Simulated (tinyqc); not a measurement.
Frequency dispersion of an accumulation capacitance by border traps, distributed model: one step of the calculation.

Traps spread evenly through the insulator exchange electrons with the semiconductor by tunnelling, with tau(x) = t0 exp(2 ka x) at depth x from the interface. The admittance per area Y seen at depth x obeys dY/dx = -Y^2/(i w eps0 eox) + q Nb ln(1 + i w tau)/tau, with Y(0) = i w Cs and w = 2 pi f; the gate sees Y(tox) = G + i w C. Working variable y = Y/(i w), in uF/cm^2. Cox = eps0 eox/tox.

Problem. Scales and lumped estimate. Cox; trap-free value 1/(1/Cox + 1/Cs); response depth d = ln(1/(w t0))/(2 ka), where w tau = 1; lumped estimate: all traps within d act as C_bt = q Nb d placed at d/2, so C = 1/{1/[1/(1/Cs + d/(2 eps0 eox)) + C_bt] + (tox - d/2)/(eps0 eox)}.

Inputs (values chosen for the exercise); permittivity close to that of zirconium oxide: relative permittivity of the insulator eox = 21.9; insulator thickness tox = 7.9 nm; semiconductor capacitance in accumulation Cs = 0.73 uF/cm^2; density of border traps Nb = 6.9e18 cm^-3 eV^-1; decay constant of the wave function in the insulator ka = 3.7 1/nm; time constant of a trap at the interface t0 = 1e-10 s; frequency f = 100 Hz.

Constants: q = 1.602176634e-19 C, eps0 = 8.8541878128e-14 F/cm where lengths are in cm. Results are converted to the units shown.

Give: Cox; trap-free C; d; C_bt; lumped C.

Solution.

Cox = 2.455 uF/cm^2
trap-free C = 0.5627 uF/cm^2
d = 2.241 nm
C_bt = 0.2477 uF/cm^2
lumped C = 0.7121 uF/cm^2

The traps within reach amount to 0.339 Cs and lie in the first 28.4 % of the insulator.

Computed by the program tinyqc: `OMP_NUM_THREADS=1 python tinyqc.py 2202242 2202243 out.jsonl`, one thread of a shared Intel Xeon 2.30GHz, about 0.5 s for the whole run.
